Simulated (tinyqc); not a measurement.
Polytypes and stacking faults of a tetrahedral semiconductor in an axial Ising model with couplings up to third neighbours. Changing the binding energy of the fault level E_b. Computed by tinyqc, a small Python program. Command: `OMP_NUM_THREADS=1 python tinyqc.py 3019559 3019560 out.jsonl polytype sweep`. One thread of a shared host (Intel(R) Xeon(R) Processor @ 2.30GHz), about 0.02 s of CPU time with the checks.

Each double layer has s = +1 or -1 for the sense of its stacking step; E per pair of atoms = E0 - sum_n J_n <s_i s_(i+n)>, n = 1, 2, 3. Hexagonality h = (1 - <s_i s_(i+1)>)/2.

Inputs (values chosen for the exercise, for a model crystal): J1 = 2.8 meV/pair; J2 = -0.0494 meV/pair; J3 = 0.05 meV/pair; basal lattice constant a = 3.82 angstrom; in-plane mass m = 0.5 m0; effective density of states N_c at 300 K = 1.2e+19 1/cm^3; electron density n = 1.4e+17 1/cm^3; temperature T = 1300 K.

Host polytype: 3C.

fault coefficients k_n, rows intrinsic, extrinsic, twin boundary, columns J1, J2, J3:
$$\begin{pmatrix}
4 & 4 & 4 \\
4 & 8 & 8 \\
2 & 4 & 6
\end{pmatrix}$$

Constants: 1 eV/angstrom^2 = 16.02176634 J/m^2; m_0 = 9.1093837015e-31 kg; hbar = 1.054571817e-34 J s; k_B = 1.380649e-23 J/K; k_B = 8.617333262e-05 eV/K.

Method:
- Faults in 3C: the sequences intrinsic (-), extrinsic (--), twin boundary (+ turns to -) are put between perfect repeats; k_n = (layers x C_n of the host) - sum_i s_i s_(i+n). gamma = sum k_n J_n/A, A = (sqrt 3/2) a^2; 1 meV/angstrom^2 = 16.02177 mJ/m^2.
- The fault binds electrons in a two-dimensional band E_b below the conduction edge, g2 = m m0/(pi hbar^2) for one valley. With the Fermi level held by the bulk, eta = ln[n/N_c(T)], N_c(T) = N_c (T/300)^1.5, the grand potential falls by g2 (k_B T)^2 F1(x), x = eta + E_b/(k_B T), F1(x) = integral from 0 to infinity of ln(1 + exp(x - t)) dt; sheet density g2 k_B T ln(1 + e^x). Band bending by the trapped charge is left out, so the gain is an upper bound.
- Net fault energy = gamma of the intrinsic fault less the electronic gain.

One run for each value; columns: (1) binding energy of the fault level E_b (eV); (2) electronic gain (mJ/m^2); (3) sheet density (1/cm^2); (4) net fault energy (mJ/m^2):
```
(1)         (2)         (3)     (4)
0.050  0.008483  4.7239e+10  14.194
0.071  0.010231  5.6966e+10  14.192
0.093  0.012449  6.9309e+10  14.190
0.110  0.014487  8.0648e+10  14.188
0.140  0.018931  1.0536e+11  14.184
0.160  0.022627  1.2590e+11  14.180
0.180  0.027042  1.5042e+11  14.175
0.200  0.032318  1.7971e+11  14.170
```

Over the rows, electronic gain (mJ/m^2) rises from 0.00848 to 0.0323 (exponent d ln y / d ln x 0.53 between the first rows and 1.7 between the last); sheet density (1/cm^2) rises from 4.72e10 to 1.80e11 (exponent d ln y / d ln x 0.53 between the first rows and 1.7 between the last); net fault energy (mJ/m^2) falls from 14.194 to 14.170. The gain grows as exp(E_b/(k_B T)) while the well is empty and as (E_b + eta k_B T)^2 once it is degenerate; thicker faults bind more deeply.
